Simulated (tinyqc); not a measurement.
Ballistic Schottky-barrier transistor with a one-dimensional channel, WKB contacts: one step of the calculation.

Source Fermi level 0, drain Fermi level -Vd. Far from the contacts Ec = pn - psi, and the gate moves psi one to one; the band edges relax as exp(-x/lam) from pn at the source and pn - Vd at the drain; Ev = Ec - Eg. A carrier of energy w inside the channel band meets at a contact a barrier of height D (the contact edge beyond the channel edge): T = 1 for w >= D, else exp(-S), S = 4 lam sqrt(m/C) [sqrt(D - w) - sqrt(w) arctan sqrt((D - w)/w)], C = hbar^2/(2 m0). The two contacts combine as Ts Td/(Ts + Td - Ts Td).

Question. Current of the holes on a coarse grid. I = g (2 q^2/h) int T(w) [f(Es + w) - f(Ed + w)] dw, f(y) = 1/(1 + exp(y/Vt)). Electrons: Ds = psi, Dd = psi - Vd, Es = Ec, Ed = Ec + Vd. Holes: Ds = -psi, Dd = Vd - psi, Es = -Ev, Ed = -Ev - Vd. The size of each current is taken; both flow from drain to source and add. Simpson's rule on nE equally spaced w from 0 to wm.

Values chosen for this exercise; channel values close to those of a germanium nanowire: temperature T = 250 K; band gap Eg = 0.66 eV; barrier for electrons at both contacts pn = 0.36 eV; hole mass mp = 0.15 m0; valleys or subbands g = 2; screening length at the contacts lam = 2 nm; drain bias Vd = 0.7 V; band shift psi of the channel by the gate ps = -0.28 V; upper end of the grid wm = 1.1 eV; points of the grid nE = 15.

Constants: q = 1.602176634e-19 C, kB = 1.380649e-23 J/K, hbar = 1.054571817e-34 J s, h = 6.62607015e-34 J s, m0 = 9.1093837015e-31 kg, Vt = kB T/q, hbar^2/(2 m0) = 0.0380998212 eV nm^2. Results are converted to the units shown.

Give: w; Ts; Td; T; size of the supply difference; current.

Answer.

| point | w (eV) | Ts | Td | T | size of the supply difference |
|---|---|---|---|---|---|
| 0 | 0.0000 | 2.2498e-4 | 1.4979e-7 | 1.4969e-7 | 0.71674 |
| 1 | 0.0786 | 0.072873 | 8.6179e-5 | 8.6085e-5 | 0.98980 |
| 2 | 0.1571 | 0.36496 | 8.1902e-4 | 8.1786e-4 | 0.99973 |
| 3 | 0.2357 | 0.82830 | 0.0039299 | 0.0039267 | 0.99999 |
| 4 | 0.3143 | 1.0000 | 0.013163 | 0.013163 | 1.0000 |
| 5 | 0.3929 | 1.0000 | 0.034867 | 0.034867 | 1.0000 |
| 6 | 0.4714 | 1.0000 | 0.077805 | 0.077805 | 0.99994 |
| 7 | 0.5500 | 1.0000 | 0.15172 | 0.15172 | 0.99761 |
| 8 | 0.6286 | 1.0000 | 0.26448 | 0.26448 | 0.91585 |
| 9 | 0.7071 | 1.0000 | 0.41809 | 0.41809 | 0.22099 |
| 10 | 0.7857 | 1.0000 | 0.60421 | 0.60421 | 0.0073400 |
| 11 | 0.8643 | 1.0000 | 0.79988 | 0.79988 | 1.9270e-4 |
| 12 | 0.9429 | 1.0000 | 0.96151 | 0.96151 | 5.0238e-6 |
| 13 | 1.0214 | 1.0000 | 1.0000 | 1.0000 | 1.3095e-7 |
| 14 | 1.1000 | 1.0000 | 1.0000 | 1.0000 | 3.4133e-9 |

current = 7.3379 uA

Range of the model: No scattering, image-force lowering, channel charge or band-to-band tunnelling; parabolic kappa overstates S deep in the gap.

tinyqc, about 0.07 s, one thread, Intel Xeon 2.30GHz (shared host): `OMP_NUM_THREADS=1 python tinyqc.py 2390028 2390029 out.jsonl`
